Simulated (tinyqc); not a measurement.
Inside a calculation. Model: thermal and gravitational stress in a wafer during furnace and rapid thermal processing, and the onset of slip. Computed by tinyqc, a small Python program that keeps every step. Command: `OMP_NUM_THREADS=1 python tinyqc.py 3004888 3004889 out.jsonl slip walk`. One thread of a shared host (Intel(R) Xeon(R) Processor @ 2.30GHz), about 0.01 s of CPU time with the checks. Intermediate numbers are printed to about 6 digits and carried at full precision; extremes and crossings named in words are read from the listed rows.

A thin free disc in plane stress, isotropic; T(r) = T_centre + dT (r/R)^n with n = 2. Stress is positive in tension; sigma_SB = 5.670374419e-8 W/(m^2 K^4), g = 9.80665 m/s^2.

Inputs (values chosen for the exercise, for a model wafer): wafer radius R = 150 mm; thickness t = 775 micrometre; Young's modulus E = 148 GPa; Poisson ratio nu = 0.22; expansion alpha = 4.48 1e-6/K; edge less centre temperature dT = 25 K; temperature T = 1000 K; prefactor A of the critical stress = 0.00024 MPa; energy U of the critical stress = 0.983 eV; density rho = 2330 kg/m^3; heat capacity c = 973 J/(kg K); conductivity k = 26 W/(m K); wafer spacing s = 9.6 mm; ramp rate = 38 K/min; radius of the support ring over R = 0.91.

Temperature profile: parabolic.

Constants: k_B = 8.617333262e-05 eV/K.

## Thermal stress

With x = r/R: s_rr = alpha E dT (1 - x^n)/(n + 2), s_tt = alpha E dT [1 - (n + 1) x^n]/(n + 2).

Temperature and stresses at r/R = 0, 0.3, 0.5, 0.7, 0.8, 0.9, 0.95, 1:
```
r/R   T - T_centre (K)  s_rr (MPa)  s_tt (MPa)
0.00            0.0000     4.14400     4.14400
0.30            2.2500     3.77104     3.02512
0.50            6.2500     3.10800     1.03600
0.70           12.2500     2.11344    -1.94768
0.80           16.0000     1.49184    -3.81248
0.90           20.2500     0.78736    -5.92592
0.95           22.5625     0.40404    -7.07588
1.00           25.0000     0.00000    -8.28800
```

hoop stress at the edge = -8.288 MPa

r/R where s_tt = 0 = 0.577350

The hot edge is squeezed; the edge stress is n times that at the centre in size.

## Resolved stress round the edge

At the edge the stress is uniaxial along the tangent d = (cos phi, sin phi, 0) of a (001) wafer; the Schmid factor is the largest |(d.n)(d.b)| over the twelve {111}<110> systems.

Schmid factor and resolved stress at phi = 0, 7.5, 15, 22.5, 30, 37.5 and 45 degrees from [100]:
```
phi from [100] (degrees)  Schmid factor  resolved stress (MPa)
0.0                            0.408248                3.38356
7.5                            0.454124                3.76378
15.0                           0.482963                4.00280
22.5                           0.492799                4.08432
30.0                           0.482963                4.00280
37.5                           0.454124                3.76378
45.0                           0.408248                3.38356
```

The factor is 1/sqrt(6) = 0.408 along <100> and <110> and peaks at 0.4928 at 22.5 degrees, so slip, if any, starts at eight places between these directions.

## Slip criterion

Critical resolved stress tau_c = A exp(U/(k_B T)), a form chosen for the exercise; slip when 0.492799 |s_tt(R)| > tau_c; allowed |dT| = tau_c (n + 2)/(0.492799 n alpha E).

critical stress tau_c = 21.5930 MPa

resolved over critical stress = 0.189150

allowed |dT| = 132.170 K

No slip; the margin is a factor 5.3. Caution: at lower temperature the exponential form overstates the strength: fracture from edge flaws comes first.

## Ramp rate in a batch furnace

In a stack heated from the rim, heat flows inward by conduction and by radiation between wafers: k_eff = k + (16/3) sigma_SB T^3 s^2/t (a diffusion estimate with the spacing as path length). A steady ramp gives the parabolic lag dT = rho c (ramp) R^2/(4 k_eff); the allowed ramp uses n = 2.

k_eff = 61.9626 W/(m K)

lag of the centre = 130.345 K

allowed ramp rate = 38.5321 K/min

Radiation carries 58 % of the inward flow. The ramp is 0.99 of the allowed one.

## Gravity

Own weight q = rho g t on a ring of radius b R, x = r/R: moments of an edge-supported plate, M_r = q R^2 (3 + nu)(1 - x^2)/16 and M_t = q R^2 [(3 + nu) - (1 + 3 nu) x^2]/16, less the uniform moment inside the ring load, q R^2 [(1 - nu)(1 - b^2) - 2 (1 + nu) ln b]/8; stress at the lower face = 6 M/t^2.

stress at the centre = 0.619822 MPa

radial stress at the ring = -0.0435045 MPa

hoop stress at the ring = 0.277859 MPa

The largest of these is 0.014 tau_c when halved for shear. Point supports give far higher local stress than a ring.

## Position of the support ring

The formulas are those given above.

Stress at the lower face (MPa):
```
b        centre  radial at ring  hoop at ring  largest in size
0.40  -0.637310       -0.765473     -0.703382         0.765473
0.50  -0.331493       -0.531749     -0.434731         0.531749
0.60  -0.067472       -0.355840     -0.216134         0.355840
0.65   0.053952       -0.284480     -0.120519         0.284480
0.70   0.170112       -0.222389     -0.032233         0.222389
0.75   0.282002       -0.168573      0.049718         0.282002
0.80   0.390426       -0.122228      0.126138         0.390426
0.90   0.599384       -0.049444      0.264895         0.599384
1.00   0.801022        0.000000      0.388073         0.801022
```

Among these rows the largest stress is least, 0.222 MPa, for a ring at 0.7 R, 3.6 times below edge support: the overhang balances the sag of the centre. All values scale as R^2/t.

## Limits against temperature

The formulas are those given above.

For the parabolic profile:
```
T (K)  tau_c (MPa)  allowed |dT| (K)  k_eff (W/(m K))  allowed ramp (K/min)
1050       12.5431           76.7757           67.631               24.4304
1125        6.0794           37.2115           77.205               13.5170
1200        3.2257           19.7447           88.143                8.1884
1275        1.8441           11.2876          100.539                5.3394
1350        1.1218            6.8665          114.482                3.6986
1425        0.7191            4.4014          130.063                2.6934
1500        0.4819            2.9496          147.374                2.0452
```

From 1050 to 1500 K the allowed difference falls 26 times and the allowed ramp 12 times; radiation, which grows as T^3, gives back a factor 2.18. Ramps must slow as the wafer gets hotter.

Checks made by the program: force balance: the hoop stress integrates to zero (added to the edge stress) (relative difference below 1e-10).
